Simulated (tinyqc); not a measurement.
Kinetics of strain relaxation and threading dislocations in mismatched semiconductor layers: one step, computed by the program tinyqc.

60-degree dislocations on {111} planes of a (001) layer, isotropic elasticity. The Schmid factor is 1/sqrt(6), and a misfit segment relieves strain with b/2.

Problem. Relaxation in the anneal. Excess resolved stress tau = (1/sqrt 6) [2 G (1 + nu)/(1 - nu)] (e - e_eq), e_eq = b (1 - nu/4) [ln(h/b) + 1]/(4 pi (1 + nu) h), the Matthews-Blakeslee strain of an uncapped layer; glide velocity v = v0 tau exp(-Q/(k_B T)), tau in MPa. Threads run in two directions, so de/dt = -(b/4) rho v, and they multiply as d rho/dt = delta rho v. With x = e - e_eq, x0 = f - e_eq (fully strained at t = 0) and v = m S x (m the mobility, S x = tau): rho = rho_0 + (4 delta/b)(x0 - x), so dx/dt = -k x (a - x), k = delta m S, a = x0 + b rho_0/(4 delta): a logistic law, x = a/[1 + (a/x0 - 1) exp(k a t)]. The half time is that at which x = x0/2.

Inputs (values chosen for the exercise, modelled on Si(0.8)Ge(0.2) on Si): misfit f = 0.00799; shear modulus G = 65.5 GPa; Poisson ratio nu = 0.27; Burgers vector b = 3.88 angstrom; anneal temperature T = 803 K; anneal time t = 370 s; initial thread density rho_0 = 670000 1/cm^2; multiplication constant delta = 8000 1/m.

Sources: multiplication.

mobility v/tau = 2.312466e-09 m/s per MPa

equilibrium strain e_eq = 0.001051530

Give: strain left e; share of the excess strain relieved; thread density; half time.

Solution.

strain left e = 0.0045208

share of the excess strain relieved = 49.999 %

thread density = 2.9282e+07 1/cm^2

half time = 370.00 s

Relaxation is under way. The misfit lines laid down are 0.056 micrometre apart. Caution: blocking of threads by crossing misfit lines, left out here, leaves real layers with more strain.
